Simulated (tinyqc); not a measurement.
Thermionic-field emission through a Schottky barrier, WKB: effect of temperature.

Metal on an n-type semiconductor with one parabolic valley; V > 0 is forward bias (metal positive). Energies E are counted from the conduction edge of the neutral semiconductor, whose Fermi level lies at -xi; that of the metal lies at -xi - V. The barrier is a parabola of height Vd = phi - xi - V (depletion approximation, no image force).

Nc = 2 (2 pi me m0 kB T/h^2)^1.5 (times 1e-6 for cm^-3); Nd = Nc F12(-xi/Vt), F12(x) = (2/sqrt(pi)) int_0^infinity sqrt(u)/(1 + exp(u - x)) du; E00 = (hbar/2) sqrt(Nd/(me m0 eps0 eps_r)) in SI units (volts). For E < Vd, ln T(E) = -(Vd/E00) [sqrt(1 - y) - y ln((1 + sqrt(1 - y))/sqrt(y))], y = E/Vd; T(E) = 1 above. J = A* T (q/kB) int_0^infinity T(E) N(E) dE, N = ln[(1 + exp((-xi - E)/Vt))/(1 + exp((-xi - V - E)/Vt))], A* = 4 pi q me m0 kB^2/h^3 (times 1e-4 for A/(cm^2 K^2)). The integral is converged to the digits shown; the share over the barrier is that of E > Vd, and 0 means below 1e-6 %. phi is held fixed. By a common rule of thumb, E00/Vt below 0.5 marks thermionic emission, 0.5 to 5 thermionic-field emission and above 5 field emission.

Inputs (values chosen for the exercise); band and dielectric values those of a made-up semiconductor:
- me = 0.0332 m0 (electron mass)
- eps_r = 13.7 (relative permittivity)
- phi = 0.65 eV (barrier height seen from the metal)
- Nd = 4.5e17 cm^-3 (donor density)
- V = 0.1 V (bias)

Constants: q = 1.602176634e-19 C, kB = 1.380649e-23 J/K, eps0 = 8.8541878128e-12 F/m, hbar = 1.054571817e-34 J s, h = 6.62607015e-34 J s, m0 = 9.1093837015e-31 kg, Vt = kB T/q. Results are converted to the units shown.

Effect of temperature:

| T (K) | E00/Vt | J (A/cm^2) | share over the barrier (%) | mean E/Vd |
|---|---|---|---|---|
| 60 | 3.572 | 8.858e-7 | 0 | 0.09174 |
| 100 | 2.143 | 2.293e-6 | 0 | 0.1311 |
| 150 | 1.429 | 1.819e-5 | 0 | 0.2430 |
| 200 | 1.072 | 2.803e-4 | 7.85e-4 | 0.3947 |
| 250 | 0.8572 | 0.004335 | 0.0466 | 0.5269 |
| 300 | 0.7143 | 0.04832 | 0.419 | 0.6257 |
| 400 | 0.5358 | 1.994 | 3.56 | 0.7499 |
| 500 | 0.4286 | 26.93 | 9.55 | 0.8211 |

J rises from 8.86e-7 to 26.9 A/cm^2, and the mean E/Vd rises from 0.0917 to 0.821, as E00/Vt falls from 3.57 (thermionic-field emission) to 0.429 (thermionic emission). Between the first two rows J changes by a factor of 2.59, between the last two by 13.5.

Range of the model: The depletion approximation, a parabolic band and the neglect of image-force lowering make these currents estimates at high doping.

Numbers from tinyqc (`OMP_NUM_THREADS=1 python tinyqc.py 2640111 2640112 out.jsonl`; about 0.05 s on one thread of a shared Intel Xeon 2.30GHz).
